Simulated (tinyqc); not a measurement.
Bloch-Grueneisen resistivity of a metal: one step, computed by the program tinyqc. Command: `OMP_NUM_THREADS=1 python tinyqc.py 3023132 3023133 out.jsonl bg walk`. One thread of a shared host (Intel(R) Xeon(R) Processor @ 2.30GHz), about 0.01 s of CPU time with the checks.

Electrons scatter from a Debye spectrum of phonons (n = 5 for scattering within one band, n = 3 for scattering into a second, heavy band) and from static defects.

Problem. Total resistivity and derived numbers. J_n(y) = int_0^y x^n e^x/(e^x - 1)^2 dx, by 96 Gauss-Legendre points (upper limit at most 60). rho_ph = (n - 1) rho_1 (T/Theta)^n J_n(Theta/T), with rho_1 = 2 pi lambda_tr k_B Theta/(hbar eps_0 w_p^2), the high-temperature line at T = Theta. Matthiessen's rule: rho = rho_0 + rho_ph. Temperature coefficient (1/rho) d rho/dT by a central difference of +/- 0.5 K; residual ratio rho(295 K)/rho(4.2 K); scattering time tau = 1/(eps_0 w_p^2 rho); Wiedemann-Franz kappa = L_0 T/rho, L_0 = (pi^2/3)(k_B/e)^2.

Inputs (values chosen for the exercise, modelled on molybdenum):
```
quantity                      value         unit
exponent n                        5            -
Debye temperature Theta         383            K
transport coupling lambda_tr   0.38            -
Drude plasma energy hbar w_p    8.7           eV
residual resistivity rho_0    0.018  microohm cm
temperature T                   373            K
```

Addition: none.

Constants: k_B = 1.380649e-23 J/K; hbar = 1.054571817e-34 J s; eps_0 = 8.8541878128e-12 F/m; hbar = 6.582119569e-16 eV s; k_B = 8.617333262e-05 eV/K.

Give: resistivity rho; temperature coefficient; residual resistance ratio; scattering time; Wiedemann-Franz conductivity.

Solution.

resistivity rho = 7.131 microohm cm

temperature coefficient = 2.981 1e-3/K

residual resistance ratio = 303.0

scattering time = 9.066 fs

Wiedemann-Franz conductivity = 127.8 W/(m K)

The coefficient is 1.11 times 1/T; it exceeds 1/T because the phonon part, extended linearly, meets zero above T = 0.
